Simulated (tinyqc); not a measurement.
Inside a calculation: defect, radiative and Auger recombination at equal electron and hole densities (ABC model). Values are carried at full precision from step to step, so a last printed digit may differ when a step is redone from the rounded ones.

J/(e d) = Ae n + B n^2 + C n^3 with Ae = A + 4 S/w (four side walls, carriers spread evenly), e = 1.602176634e-19 C, lengths in cm; internal efficiency IQE = B n^2/(Ae n + B n^2 + C n^3); all injected carriers recombine in the layer.

Parameters, chosen for this exercise (orders of magnitude like those quoted for GaAs; not measured data):
```
symbol  value    unit        meaning
A       2300000  1/s         defect rate
B       1.3e-10  cm^3/s      radiative coefficient
C       1.1e-30  cm^6/s      Auger coefficient
S       0        cm/s        recombination velocity of the side walls
w       19       micrometre  side of the square mesa
d       59       nm          active thickness
J       2200     A/cm^2      current density
ex      0.46                 extraction efficiency
Eph     1.43     eV          photon energy
```

## The efficiency peak

IQE peaks at n_p = sqrt(Ae/C); with Q = B/sqrt(Ae C), IQE_max = Q/(Q + 2).

Ae = 2.300e+06 1/s
n_p = 1.446e+18 1/cm^3
Q = 81.73
IQE_max = 0.976
J at the peak = 263 A/cm^2

The side walls are taken as passivated.

## Carrier density at the given current

G = J/(e d). Newton steps from the smallest of G/Ae, sqrt(G/B) and (G/C)^(1/3); stop when the relative step is below 1e-9.

G = 2.327e+27 1/(cm^3 s)

Newton steps:
```
step  n (1/cm^3)   rate/G  relative step
1     4.2312e+18  1.03998         -0.019
2     4.1510e+18  1.00040       -0.00020
3     4.1502e+18  1.00000       -2.0e-08
4     4.1502e+18  1.00000       -2.3e-16
```

n = 4.150e+18 1/cm^3

The start is an upper bound and the function is convex, so the steps fall monotonically; 4 are needed.

## Shares, lifetimes and light

Shares of the three paths; lifetime n/G = 1/(Ae + B n + C n^2); differential lifetime 1/(Ae + 2 B n + 3 C n^2) and bandwidth 1/(2 pi tau_d); optical power density ex IQE J Eph/e.

shares: defect 0.0041, radiative 0.9621, Auger 0.0338

lifetime = 1.78 ns
differential lifetime = 0.879 ns
bandwidth = 181 MHz
optical power density = 1.39e+03 W/cm^2

The radiative path is the largest; the device runs above its efficiency peak, where the defect and Auger shares are equal. At this density the bands are degenerate: B saturates and stimulated emission, left out, would clamp n in a laser cavity.

## Checks

- Density from Newton steps against bisection (1/cm^3): both 4.1502e+18.

Computed by tinyqc, a small Python program: `OMP_NUM_THREADS=1 python tinyqc.py 1680533 1680534 out.jsonl` (the numbers bound the seed that draws the inputs); one thread of a shared host (Intel(R) Xeon(R) Processor @ 2.30GHz), about 0.01 s for the whole set of steps.
